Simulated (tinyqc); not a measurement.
Raising U: Hubbard ring of 6 sites, mean field against exact. Computed by the program tinyqc. 

one-body matrix (hopping and site energies) (eV):
```
         1        2        3        4        5        6
1   0.0000  -1.6300   0.0000   0.0000   0.0000  -1.6300
2  -1.6300   0.0000  -1.6300   0.0000   0.0000   0.0000
3   0.0000  -1.6300   0.0000  -1.6300   0.0000   0.0000
4   0.0000   0.0000  -1.6300   0.0000  -1.6300   0.0000
5   0.0000   0.0000   0.0000  -1.6300   0.0000  -1.6300
6  -1.6300   0.0000   0.0000   0.0000  -1.6300   0.0000
```

electrons, up and down: 3  3

Collinear unrestricted mean field (the lowest of 40 random starts) against exact diagonalisation.

Exact and mean-field results (eV):
```
U            U/t     E exact  E mean field  mean |n_up - n_down|  double occupancy, exact  first gap in the sector
0.8100    0.4969  -11.865578    -11.825000                0.0000                   0.2333                   2.9850
1.6300    1.0000  -10.759888    -10.595000                0.0000                   0.2161                   2.6997
3.2600    2.0000   -8.817415     -8.150000                0.0000                   0.1808                   2.1403
4.8900    3.0000   -7.226366     -5.951589                0.5539                   0.1446                   1.6441
6.5200    4.0000   -5.979991     -4.623205                0.7578                   0.1111                   1.2556
9.7800    6.0000   -4.317084     -3.174596                0.8914                   0.0637                   0.7907
13.0400   8.0000   -3.338453     -2.408012                0.9384                   0.0391                   0.5682
19.5600  12.0000   -2.281768     -1.618839                0.9724                   0.0186                   0.3696
32.6000  20.0000   -1.389587     -0.975567                0.9900                   0.0070                   0.2217
```

In absolute terms mean field is worst at U/t = 4.0, 1.357 eV too high: at small U it is nearly exact, and at large U it misses only exchange-scale energies. Its local moments set in at U/t = 3.0 of those listed, a broken symmetry that the exact state of a finite cluster with equal spins does not have. Relative to the exact energy its error is 0.3 % at the smallest U, 30 % at most and 30 % at the largest. The double occupancy falls from 0.233 to 0.007; at the largest U the first gap is 0.68 times the exchange scale 4t^2/U.
